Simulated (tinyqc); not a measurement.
Inside a calculation: two-band k.p model of the X valleys of a zinc-blende crystal. Values are carried at full precision from step to step, so a last printed digit may differ when a step is redone from the rounded ones.

With x = D/D0: for x < 1 the minima lie at k_m = sqrt(ml D0 (1 - x^2)/(4 c)), the hump at X has the height dE = (D0/4)(1 - x)^2 and the mass at the minimum is ml/(1 - x^2); the mass at X is ml/(1 - 1/x), negative for x < 1. For x > 1 the minimum is at X.

Constants: hbar^2/2m0 = 3.80998211 eV angstrom^2; kB = 8.617333262e-05 eV/K.

Parameters, chosen for this exercise (of the order of those of GaP; shifted at random, so the results belong to these values and not to a real crystal):
- D = 0.332 eV (splitting of the two conduction levels at X)
- D0 = 0.393 eV (coupling energy)
- ml = 0.938 m0 (mass along the axis from remote bands)
- k = 0.192 1/angstrom (wave vector from X)
- kmax = 0.17 1/angstrom (end of the path)
- mt = 0.247 m0 (transverse mass)
- T = 20 K (temperature)

## Shape of the lower band

Give x, k_m, dE and both masses.

x = 0.8448
k_m = 0.08322 1/angstrom
dE = 2.367 meV
mass at the minimum = 3.276 m0
mass at X = -5.105 m0

The coupling wins over the splitting, so each X point carries two minima; the hump equals kT at 27 K.

## The matrix at one k

k along the valley axis, counted from X, c = hbar^2/2m0, e = c k^2/ml. H = [[e - D/2, i P k], [-i P k, e + D/2]] with P^2 = D0 c/ml, so E = e -/+ sqrt(D^2/4 + D0 e). For D = 0 (diamond lattice) the bands cross at X.

Give P, the matrix, its levels and the weight of the lower X state in the lower band.

P = 1.2634 eV angstrom

H (eV):
```
          1        2
1   -0.0163  0.2426i
2  -0.2426i   0.3157
```

levels (eV): -0.1442  0.4437

weight = 0.7824

## Dispersion along the axis

Nine points; energies of the lower band from its minimum, against a parabola about the minimum with the mass there.

Results:

| k (1/angstrom) | lower band (meV) | parabola (meV) | gap to the upper band (eV) |
|---|---|---|---|
| 0.0000 | 2.37 | 8.06 | 0.3320 |
| 0.0213 | 2.04 | 4.47 | 0.3363 |
| 0.0425 | 1.24 | 1.93 | 0.3489 |
| 0.0638 | 0.37 | 0.44 | 0.3690 |
| 0.0850 | 0.00 | 0.00 | 0.3954 |
| 0.1062 | 0.73 | 0.62 | 0.4270 |
| 0.1275 | 3.08 | 2.28 | 0.4626 |
| 0.1487 | 7.49 | 4.99 | 0.5015 |
| 0.1700 | 14.30 | 8.76 | 0.5429 |

At kmax the band lies at 14.3 meV and the parabola at 8.8 meV: far from X the curvature returns to 1/ml, so the band is steeper than the parabola of the minimum.

## Thermal masses

Thermal masses along the axis for one X point, lower band, E from the minimum, on 1601 points from -0.8 to 0.8 1/angstrom: density-of-states mass m_d = c I^2/(pi kT), I = integral of exp(-E/kT) dk; conductivity mass m_c = 2 c kT/<(dE/dk)^2> with central differences.

Give m_d, m_c and Nc = 3 x 2 (kT/(4 pi c))^(3/2) mt sqrt(m_d) for three X points; 1 angstrom^-3 = 1e24 cm^-3.

m_d = 16.112 m0
m_c = 4.591 m0
Nc = 1.285e+18 cm^-3

Two separate parabolic minima would give m_d = 4 x 3.276 = 13.103; kT/dE = 0.73.

## Checks

- Height of the hump by numerical search against the closed form (meV): both 2.367.
- Thermal masses without coupling against ml: both 0.9380.

Program tinyqc; command `OMP_NUM_THREADS=1 python tinyqc.py 1880072 1880073 out.jsonl`; about 0.01 s on one thread of a shared Intel(R) Xeon(R) Processor @ 2.30GHz.
